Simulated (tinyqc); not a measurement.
# From 1s binding energy, trial function back to dielectric constant eps

Model: donor in an ellipsoidal valley (Kohn-Luttinger variational method). Computed by tinyqc, a small Python program. Command: `OMP_NUM_THREADS=1 python tinyqc.py 3021132 3021133 out.jsonl kohnlutt inv`. One thread of a shared host (Intel(R) Xeon(R) Processor @ 2.30GHz), about 0.1 s of CPU time with the checks.

H = -(d^2/dx^2 + d^2/dy^2) - gamma d^2/dz^2 - 2/r in units built on m_t, with gamma = m_t/m_l and z along the valley axis. One valley; no valley-orbit or central-cell term.

Inputs (values chosen for the exercise, modelled on GaP): transverse mass m_t = 0.25 m_0; longitudinal mass m_l = 1.22 m_0.

Constants: Ry = 13.605693123 eV; a_0 = 0.529177210903 angstrom.

Method:
- Ry* = Ry m_t/eps^2, a* = a_0 eps/m_t, gamma = m_t/m_l.
- Trial function exp(-sqrt((x^2 + y^2)/a^2 + z^2/b^2)) with beta = b/a < 1: E = t/a^2 - u/a, t = (2 + gamma/beta^2)/3, u = 2 arcsin(sqrt(1 - beta^2))/sqrt(1 - beta^2); the best a is 2 t/u and E(beta) = -u^2/(4 t).
- Golden-section search on beta from 0.05 to 0.999, 60 steps.

Question. A run gave the result below. Find the dielectric constant eps, known to lie between 8 and 23.

1s binding energy, trial function = 36.97853 meV

Answer.

Each step takes the trial c = (a f_b - b f_a)/(f_b - f_a), f being the result less the target and a, b, c the logarithms of the listed values; c replaces end b, the old b replaces a if the sign of f changed, and otherwise f_a is halved.

Scan of the range:

| dielectric constant eps | 1s binding energy, trial function (meV) |
|---|---|
| 8.00 | 83.4793 |
| 9.54 | 58.7032 |
| 11.40 | 41.1101 |
| 13.60 | 28.8856 |
| 16.20 | 20.3577 |
| 19.30 | 14.3431 |
| 23.00 | 10.0996 |

False position (Illinois rule, in the logarithm of the input) inside the bracket:

| step | end a | end b | trial | 1s binding energy, trial function (meV) |
|---|---|---|---|---|
| 1 | 11.4000 | 13.6000 | 12.1006 | 36.4878 |
| 2 | 11.4000 | 12.1006 | 11.9628 | 37.3328 |
| 3 | 12.1006 | 11.9628 | 12.0204 | 36.9762 |
| 4 | 11.9628 | 12.0204 | 12.0200 | 36.9785 |
| 5 | 11.9628 | 12.0200 | 12.0200 | 36.9785 |
| 6 | 12.0200 | 12.0200 | 12.0200 | 36.9785 |

1s binding energy, trial function falls at every point of a 13-point scan of the range (every second point is shown), so one value fits; it is bracketed by 11.4 and 13.6. The scan shows a pure power law with exponent -2.000, so scaling from any one row also gives the answer directly. Answer: dielectric constant eps = 12.02.
